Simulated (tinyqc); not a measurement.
What moves the results: carrier statistics of a doped semiconductor with parabolic bands. A value that a table varies takes the place of the one given here.

Eg(T) = Eg0 - al T^2/(T + be); m_de = Mv^(2/3) (ml mt^2)^(1/3); m_dh = (mhh^(3/2) + mlh^(3/2))^(2/3); Nc and Nv from N = 2 (m kB T/(4 pi c))^(3/2) with c = hbar^2/2m0, in 1/angstrom^3; times 1e24 for 1/cm^3.

Energies are counted from Ev, so Ec = Eg. n = Nc F_1/2((EF - Eg)/kT), p = Nv F_1/2(-EF/kT), ND+ = ND/(1 + 2 exp((EF - Eg + ED)/kT)), NA- = NA/(1 + 4 exp((EA - EF)/kT)); neutrality asks p + ND+ = n + NA-. F_j(eta) = (1/Gamma(j + 1)) integral_0^infinity x^j dx/(1 + exp(x - eta)), which tends to exp(eta) for eta << 0.

Constants: hbar^2/2m0 = 3.80998211 eV angstrom^2; kB = 8.617333262e-05 eV/K.

Inputs chosen for the exercise (near those of Si; shifted at random, so the results belong to these values and not to a real crystal):

| symbol | value | unit | meaning |
|---|---|---|---|
| Eg0 | 1.187 | eV | gap at 0 K |
| al | 0.000465 | eV/K | Varshni alpha |
| be | 631 | K | Varshni beta |
| ml | 0.896 | m0 | longitudinal electron mass |
| mt | 0.2 | m0 | transverse electron mass |
| Mv | 6 |  | equivalent valleys |
| mhh | 0.549 | m0 | heavy-hole mass |
| mlh | 0.148 | m0 | light-hole mass |
| ND | 9.8e+14 | 1/cm^3 | donors |
| NA | 4.7e+14 | 1/cm^3 | acceptors |
| ED | 0.0455 | eV | donor level below Ec |
| EA | 0.0472 | eV | acceptor level above Ev |
| T | 400 | K |  |

## Temperature

Neutrality solved at each temperature; ni = sqrt(Nc Nv) exp(-Eg/2kT).

Carriers (1/cm^3):

| T (K) | EF (eV) | n | p | majority / \|ND - NA\| | ni | Eg (eV) |
|---|---|---|---|---|---|---|
| 30 | 1.1393 | 1.11e+10 | <1e-99 | 2.18e-05 | 1.29e-82 | 1.1864 |
| 50 | 1.1367 | 2.47e+13 | 2.10e-97 | 0.0484 | 2.28e-42 | 1.1853 |
| 77 | 1.1218 | 3.58e+14 | 5.74e-56 | 0.702 | 4.53e-21 | 1.1831 |
| 120 | 1.0790 | 4.99e+14 | 1.42e-27 | 0.979 | 8.41e-07 | 1.1781 |
| 200 | 0.9867 | 5.09e+14 | 8.68e-07 | 0.998 | 2.10e+04 | 1.1646 |
| 300 | 0.8594 | 5.10e+14 | 4.24e+04 | 1.00 | 4.65e+09 | 1.1420 |
| 450 | 0.6525 | 5.11e+14 | 1.05e+12 | 1.00 | 2.32e+13 | 1.0999 |
| 600 | 0.5090 | 2.26e+15 | 1.75e+15 | 4.43 | 1.99e+15 | 1.0510 |
| 800 | 0.4589 | 6.56e+16 | 6.51e+16 | 129 | 6.54e+16 | 0.9790 |
| 1000 | 0.4123 | 5.91e+17 | 5.90e+17 | 1.16e+03 | 5.92e+17 | 0.9019 |

Ionisation is incomplete: the majority density is below 90 % of the net doping at 30, 50 and 77 K, down to a share of 2.2e-05. It is within 10 % of the net doping at 120, 200, 300 and 450 K. At 600, 800 and 1000 K thermal pairs lift it more than 10 % above the net doping; ni has reached 5.92e+17 1/cm^3 at 1000 K against a net doping of 5.10e+14. EF goes from 1.139 eV to 0.412 eV, where midgap is 0.451 eV and the intrinsic level (Boltzmann) 0.412 eV.

## Doping level

Only donors are present (NA = 0); eta is the distance of EF beyond the conduction edge in units of kT.

Neutral state:

| ND (1/cm^3) | EF (eV) | majority (1/cm^3) | ionised share | eta |
|---|---|---|---|---|
| 1.0e+14 | 0.6670 | 1.00e+14 | 1.000 | -12.99 |
| 1.0e+15 | 0.7464 | 1.00e+15 | 1.000 | -10.69 |
| 1.0e+16 | 0.8257 | 9.98e+15 | 0.998 | -8.39 |
| 1.0e+17 | 0.9046 | 9.83e+16 | 0.983 | -6.10 |
| 1.0e+18 | 0.9799 | 8.70e+17 | 0.870 | -3.91 |
| 3.0e+18 | 1.0119 | 2.18e+18 | 0.726 | -2.99 |
| 1.0e+19 | 1.0427 | 5.20e+18 | 0.520 | -2.09 |
| 3.0e+19 | 1.0678 | 1.03e+19 | 0.344 | -1.37 |

The impurity level lies at 1.0693 eV. The ionised share falls from 1.000 to 0.344 as EF approaches it; it is below one half from 3e+19 1/cm^3 on. Over the last two rows the doping grows threefold and the majority density by a factor 1.98. EF comes within 3 kT of the majority band edge from 3e+18 1/cm^3 on. Above roughly 4e+18 1/cm^3 (N^(1/3) a = 0.26, with the radius a = sqrt(c/(m E)) from the ionisation energy E and the mass (ml mt^2)^(1/3)) the levels merge with the band and real ionisation is complete; sharp levels then overstate freeze-out.

## What each input does

Neutrality solved anew for each case. Each row changes one parameter from the base and keeps the others.

Results:

| case | EF (eV) | n (1/cm^3) | p (1/cm^3) |
|---|---|---|---|
| base | 0.7232 | 5.10e+14 | 1.39e+10 |
| T = 440 K | 0.6667 | 5.10e+14 | 4.77e+11 |
| ND = 4.9e+14 1/cm^3 | 0.6121 | 2.03e+13 | 3.47e+11 |
| NA = 2.35e+14 1/cm^3 | 0.7362 | 7.45e+14 | 9.49e+09 |
| Eg0 = 1.237 eV | 0.7732 | 5.10e+14 | 3.25e+09 |
| mt = 0.24 m0 | 0.7169 | 5.10e+14 | 1.66e+10 |
| mhh = 0.6588 m0 | 0.7232 | 5.10e+14 | 1.77e+10 |
| ED = 0.0683 eV | 0.7232 | 5.10e+14 | 1.39e+10 |

The largest shifts from the base row, up to three for each result and ties (the steps differ in size, so this ranks the rows, not the parameters). EF (eV): ND -0.1110, T -0.0564, Eg0 +0.0500; unchanged at the printed digits by mhh and ED. n (1/cm^3): ND -4.90e+14, NA +2.35e+14; unchanged at the printed digits by T, Eg0, mt, mhh and ED. p (1/cm^3): T +4.63e+11, ND +3.33e+11, Eg0 -1.06e+10; unchanged at the printed digits by ED.

Program tinyqc; command `OMP_NUM_THREADS=1 python tinyqc.py 1682205 1682206 out.jsonl`; about 0.01 s on one thread of a shared Intel(R) Xeon(R) Processor @ 2.30GHz.
